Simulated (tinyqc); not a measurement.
Comparisons within one model: pair of shallow donors (hydrogen-like orbitals). A value that a table varies takes the place of the one given here.

Each donor has the orbital exp(-r/a); energy unit Ha* = q/(eps a), q = e^2/(4 pi eps0), so that a lone donor is bound by Ha*/2; x = R/a. One electron: S = (1 + x + x^2/3) exp(-x), j = 1/x - (1 + 1/x) exp(-2x), k = (1 + x) exp(-x); levels E(+/-) = -1/2 - (j +/- k)/(1 +/- S) in Ha*, without the repulsion of the ions, split by D = |E(-) - E(+)|. In six valleys the overlaps S and k are multiplied by v = [cos(K Rx) + cos(K Ry) + cos(K Rz)]/3, K = k0 (2 pi/a_lat), for isotropic envelopes and the symmetric valley state.

Two electrons, Heitler-London: with S' = (1 - x + x^2/3) exp(x), C = 1/x - exp(-2x)(1/x + 11/8 + 3x/4 + x^2/6), X = (1/5){exp(-2x)(25/8 - 23x/4 - 3x^2 - x^3/3) + (6/x)[S^2 (0.5772157 + ln x) + S'^2 Ei(-4x) - 2 S S' Ei(-2x)]}, Q = C - 2j + 1/x and A = X - 2 S k + S^2/x, the singlet and triplet lie at (Q +/- w A)/(1 +/- w S^2) from two lone donors, with the valley weight w = v^2; the exchange is J = triplet - singlet.

Constants: e^2/(4 pi eps0) = 14.39964547 eV angstrom.

Parameters, chosen for this exercise (near those of two donors in Si; the results hold for these values, not for the real material): a = 20 angstrom (orbital radius); eps = 11.3 (dielectric constant); a_lat = 5.431 angstrom (lattice constant); k0 = 0.854 2 pi/a_lat (valley position); sites = ((13, 0, 0), (13.25, 0.25, 0.25), (13.5, 0.5, 0), (13, 0.5, 0.5), (12.75, 0.25, -0.25), (13.75, 0.25, -0.25), (13, 1, 0), (13.25, 0.75, -0.25), (14, 0.5, 0.5)) a_lat (positions of the second donor); Ns = (0.027, 0.068, 0.16, 0.41, 0.96, 2.1, 4.1) x 1e18/cm^3 (donor densities); n = (15.25, 0.25, 0.25) a_lat (separation vector).

## Placement within one cell

D and J for each site, and for v = 1.

Results:

| site | R (angstrom) | v | D (meV) | J (micro-eV) | J for v = 1 |
|---|---|---|---|---|---|
| (13, 0, 0) | 70.6 | 0.934 | 7.69 | 2.17e+03 | 2.49e+03 |
| (13.25, 0.25, 0.25) | 72.0 | 0.018 | 0.135 | 0.747 | 2.26e+03 |
| (13.5, 0.5, 0) | 73.4 | -0.293 | 2.09 | 176 | 2.05e+03 |
| (13, 0.5, 0.5) | 70.7 | -0.331 | 2.58 | 269 | 2.47e+03 |
| (12.75, 0.25, -0.25) | 69.3 | 0.406 | 3.33 | 448 | 2.73e+03 |
| (13.75, 0.25, -0.25) | 74.7 | 0.136 | 0.922 | 34.4 | 1.87e+03 |
| (13, 1, 0) | 70.8 | 0.803 | 6.46 | 1.58e+03 | 2.45e+03 |
| (13.25, 0.75, -0.25) | 72.1 | -0.269 | 2.00 | 162 | 2.24e+03 |
| (14, 0.5, 0.5) | 76.1 | -0.277 | 1.80 | 129 | 1.69e+03 |

Over these sites the envelope alone changes J by a factor 1.61, and the valley factor v^2 by 2.63e+03; J runs from 0.747 at (13.25, 0.25, 0.25) to 2.17e+03 micro-eV at (13, 0, 0). Moves of less than one lattice constant change the phases of the valleys along each axis that moves, so the placement must be exact to the site.

## From lone donors to an impurity band (impurity band of shallow donors (Hubbard estimate))

Donors on a simple cubic lattice of spacing R = N^(-1/3) (1/angstrom^3 = 1e24/cm^3), Ha* = q/(eps a), q = e^2/(4 pi eps0), x = R/a. Hopping t = Ha* (1 + x) exp(-x), band width B = 12 t, on-site repulsion U = (5/8) Ha*; the gap closes near B/U = 1.15. Valley factors and disorder are left out.

Results:

| N (1e18/cm^3) | R (angstrom) | N^(1/3) a | t (meV) | B (meV) | B/U |
|---|---|---|---|---|---|
| 0.027 | 333.3 | 0.060 | 6.50e-05 | 0.000780 | 1.96e-05 |
| 0.068 | 245.0 | 0.082 | 0.00404 | 0.0485 | 0.00122 |
| 0.16 | 184.2 | 0.109 | 0.0651 | 0.781 | 0.0196 |
| 0.41 | 134.6 | 0.149 | 0.588 | 7.06 | 0.177 |
| 0.96 | 101.4 | 0.197 | 2.43 | 29.2 | 0.733 |
| 2.1 | 78.1 | 0.256 | 6.30 | 75.6 | 1.90 |
| 4.1 | 62.5 | 0.320 | 11.6 | 139 | 3.48 |

B/U passes 1.15 between 0.96 and 2.1 x 1e18/cm^3; the root is x = 4.52, N^(1/3) a = 0.221, N = 1.3 x 1e18/cm^3, below the 2.2 that the empirical rule N^(1/3) a = 0.26 gives; the estimate is rough, since random positions, the overlap of the orbitals and screening are left out. While N grows by 152 times, t grows by 1.78e+05 times.

## What each parameter does

x, D = |E(-) - E(+)| and J. Each row changes one parameter from the base and keeps the others.

Results:

| case | x | D (meV) | J (micro-eV) |
|---|---|---|---|
| base | 4.142 | 2.476 | 241 |
| a = 18 angstrom | 4.603 | 1.956 | 134 |
| eps = 12.4 | 4.142 | 2.256 | 219 |
| k0 = 0.834 2 pi/a_lat | 4.142 | 0.5434 | 11.7 |
| n = (16.25, 0.25, 0.25) a_lat | 4.414 | 1.645 | 106 |

The largest shifts from the base row, up to three for each result and ties (the steps differ in size, so this ranks the rows, not the parameters). x: a +0.460, n +0.271; unchanged at the printed digits by eps and k0. D (meV): k0 -1.93, n -0.831, a -0.519. J (micro-eV): k0 -229, n -134, a -106.

Run: tinyqc, `OMP_NUM_THREADS=1 python tinyqc.py 1251296 1251297 out.jsonl`; Intel(R) Xeon(R) Processor @ 2.30GHz, one thread, shared host; about 0.01 s of CPU time with all checks.
